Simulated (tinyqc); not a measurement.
Two-dimensional electron gas with Rashba and Dresselhaus coupling, step by step. Values are carried at full precision from step to step, so a last printed digit may differ when a step is redone from the rounded ones.

H = c k^2/m + al (ky sx - kx sy) + b1 (kx sx - ky sy) + gam kx ky (kx sy - ky sx), s the Pauli matrices, x = [100], c = hbar^2/2m0, b1 = gam (pi/L)^2 (hard walls). H = c k^2/m + B.s, so E = c k^2/m -/+ |B| and the lower state has its spin along -B.

Constants: hbar^2/2m0 = 3.80998211 eV angstrom^2; hbar = 6.58211957e-16 eV s.

Inputs chosen for the exercise (of the size met in GaAs; shifted at random, so the results belong to these values and not to a real crystal):
- m = 0.0688 m0 (mass)
- al = 0.019 eV angstrom (Rashba constant)
- gam = 12.1 eV angstrom^3 (bulk Dresselhaus constant)
- L = 181 angstrom (width of the (001) well)
- n = 5.4 1e11/cm^2 (sheet density (one subband filled))
- phi = 75 degrees (angle of k from [100])

## Scales

b1; mean Fermi wave vector k0 = sqrt(2 pi n) (1e11/cm^2 = 1e-5/angstrom^2); E0 = c k0^2/m; b3 = gam k0^2/4; kR = al m/(2c) and ER = al kR/2, the shift and depth of a pure Rashba band.

b1 = 0.003645 eV angstrom
k0 = 0.01842 1/angstrom
E0 = 18.789 meV
b3 = 0.001026 eV angstrom
kR = 0.0001715 1/angstrom
ER = 0.001630 meV

The ratio al/(b1 - b3) is 7.25; kR is 0.9 % of k0.

## Spin-orbit field at one point of the Fermi circle

k = k0 (cos phi, sin phi). Form B, the splitting 2|B| and the direction of the lower spin, atan2(-By, -Bx).

Bx, By (meV): 0.3372  -0.1505

splitting = 0.7385 meV
direction of the lower spin = 155.9 degrees

## The matrix

H = [[E0, Bx - i By], [Bx + i By, E0]] in meV; diagonalise. Precession period h/(2|B|) = 2 pi hbar/(splitting).

H (meV):
```
                  up            down
up           18.7892  0.3372+0.1505i
down  0.3372-0.1505i         18.7892
```

levels (meV): 18.4199  19.1584

period = 5.60 ps

## The two wave vectors at the energy E0 along this direction

Solve c k^2/m -/+ |B(k)| = E0. The spin turns by (k_outer - k_inner) per length, so a half turn takes pi/(difference).

k (1/angstrom): outer 0.018602, inner 0.018240

difference = 0.0003620 1/angstrom
length of a half turn = 867.9 nm

For linear terms alone the difference is (m/c)|B|/k, whatever the energy: every electron along this direction turns alike, the basis of the spin transistor. The cubic term makes it depend on density.

## Checks

- Difference of the Fermi wave vectors without Dresselhaus terms against al m/c: both 0.00034310.

Computed by tinyqc, a small Python program: `OMP_NUM_THREADS=1 python tinyqc.py 1480087 1480088 out.jsonl` (the numbers bound the seed that draws the inputs); one thread of a shared host (Intel(R) Xeon(R) Processor @ 2.30GHz), about 0.01 s for the whole set of steps.
